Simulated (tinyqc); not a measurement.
## Film and buried-oxide thickness from two coupling ratios

Problem. In a depleted film -dVT/dVb is k1 = Cs Cbox/(Cox (Cs + Cbox)) for a front channel and k2 = Cbox (Cox + Cs)/(Cox Cs) for a back channel, with Cox = eps0 eox/tox, Cs = eps0 eps_r/ts, Cbox = 3.9 eps0/tb. Find ts and tb.

Inputs (values chosen for the exercise); band and dielectric values close to those of silicon: relative permittivity eps_r = 11.9; relative permittivity of the gate insulator (close to zirconium oxide) eox = 25.6; insulator thickness tox = 6.9 nm.

coupling ratios for a front and a back channel: [0.048767818, 0.50705291]

Answer. With y = Cox/Cs and z = Cox/Cbox, 1/k1 = y + z and k2 = (1 + y)/z, so y = (k2/k1 - 1)/(1 + k2); the thicknesses follow from y and z.

ts = 20.00 nm
tb = 15.00 nm

Computed by the program tinyqc: `OMP_NUM_THREADS=1 python tinyqc.py 2190148 2190149 out.jsonl`, one thread of a shared Intel Xeon 2.30GHz, about 0.6 s for the whole run.
